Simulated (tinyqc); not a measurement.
Admittance spectroscopy and thermally stimulated current of one trap level in a depletion layer. From step (C_lf - C_hf)/C_hf back to trap density N_t. Computed by tinyqc, a small Python program. Command: `OMP_NUM_THREADS=1 python tinyqc.py 3112023 3112024 out.jsonl admit inv`. One thread of a shared host (Intel(R) Xeon(R) Processor @ 2.30GHz), about 0.02 s of CPU time with the checks.

A Schottky junction on n-type material holds one donor-like electron trap; shallow donors are fully ionised and abrupt depletion edges are assumed.

Inputs (values chosen for the exercise, modelled on n-type silicon):
```
quantity                         value    unit
dielectric constant eps           11.6       -
density-of-states mass m          1.05     m_0
shallow doping N               4.6e+16  1/cm^3
trap depth E_t below the band    0.293      eV
capture cross section sigma      7e-15    cm^2
band bending V_b                  0.83       V
test frequency f                   200      Hz
```

Constants: k_B = 1.380649e-23 J/K; m_0 = 9.1093837015e-31 kg; h = 6.62607015e-34 J s; k_B = 8.617333262e-05 eV/K; eps_0 = 8.8541878128e-12 F/m; e = 1.602176634e-19 C.

Method:
- N_c = 2 (2 pi m k_B T/h^2)^(3/2), v_th = sqrt(3 k_B T/m), emission rate e_n = sigma v_th N_c exp(-E_t/(k_B T)).
- Where the level crosses the Fermi level capture equals emission, so the trap follows the signal with the rate 2 e_n; G/omega peaks at omega = 2 e_n (the correction for large N_t/N is left out).
- Solve 2 e_n(T_p) = 2 pi f.
- With E_c - E_F = k_B T_p ln(N_c/N): lambda = sqrt(2 eps eps_0 (E_t - (E_c - E_F))/(e^2 N)); traps are empty and charged for x < x_t = w - lambda, and V_b = e (N w^2 + N_t x_t^2)/(2 eps eps_0). High frequency: C_hf = eps eps_0/w. Low frequency: C_lf = eps eps_0 (N + N_t)/(N w + N_t x_t).

Task: A run gave the result below. Find the trap density N_t, known to lie between 1.7e+16 and 2.5e+16 1/cm^3.

step (C_lf - C_hf)/C_hf = 0.1807866

Result:

Each step takes the trial c = (a f_b - b f_a)/(f_b - f_a), f being the result less the target and a, b, c the logarithms of the listed values; c replaces end b, the old b replaces a if the sign of f changed, and otherwise f_a is halved.

Scan of the range:
```
trap density N_t (1/cm^3)  step (C_lf - C_hf)/C_hf
1.70e+16                                  0.166976
1.81e+16                                  0.176558
1.93e+16                                  0.186872
2.06e+16                                  0.197886
2.20e+16                                  0.209569
2.34e+16                                  0.221074
2.50e+16                                  0.234013
```

False position (Illinois rule, in the logarithm of the input) inside the bracket:
```
step        end a        end b        trial  step (C_lf - C_hf)/C_hf
1     1.81000e+16  1.93000e+16  1.85827e+16                 0.180724
2     1.93000e+16  1.85827e+16  1.85899e+16                 0.180786
3     1.93000e+16  1.85899e+16  1.85901e+16                 0.180787
4     1.85899e+16  1.85901e+16  1.85900e+16                 0.180787
```

Step (C_lf - C_hf)/C_hf rises at every point of a 13-point scan of the range (every second point is shown), so one value fits; it is bracketed by 1.81e16 and 1.93e16. Answer: trap density N_t = 1.859e16 1/cm^3.

Caution: N_t/N is not small, so the peak moves away from omega = 2 e_n.
